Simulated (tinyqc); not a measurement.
# Permittivity of the insulator from five potentials

Question. A node lies on a semiconductor-insulator interface. Steps: hs = tb/2 down into the semiconductor, ho = tox/2 up into the insulator, hy = L/6 sideways. The flux balance of its box reads eox (hy/ho)(above - node) + eps_r (hy/hs)(below - node) + [(eps_r hs + eox ho)/(2 hy)](left + right - 2 node) - q Na (hs/2) hy/eps0 = 0. Find eox.

Inputs (values chosen for the exercise); semiconductor permittivity close to that of germanium: relative permittivity of the semiconductor eps_r = 16.2; half the body thickness tb = 6 nm; insulator thickness tox = 2.8 nm; channel length L = 56 nm; acceptor density of the depleted body Na = 0 cm^-3.

Constants: q = 1.602176634e-19 C, eps0 = 8.8541878128e-14 F/cm where lengths are in cm. Results are converted to the units shown.

psi (V): node -0.062231258, above -0.14369516, below -0.0089809219, left 0.49, right -0.17562905

Answer. The balance is linear in eox.

eox = 7.500

Program tinyqc, `OMP_NUM_THREADS=1 python tinyqc.py 2480022 2480023 out.jsonl`; Intel Xeon 2.30GHz, shared host, one thread, about 0.1 s.
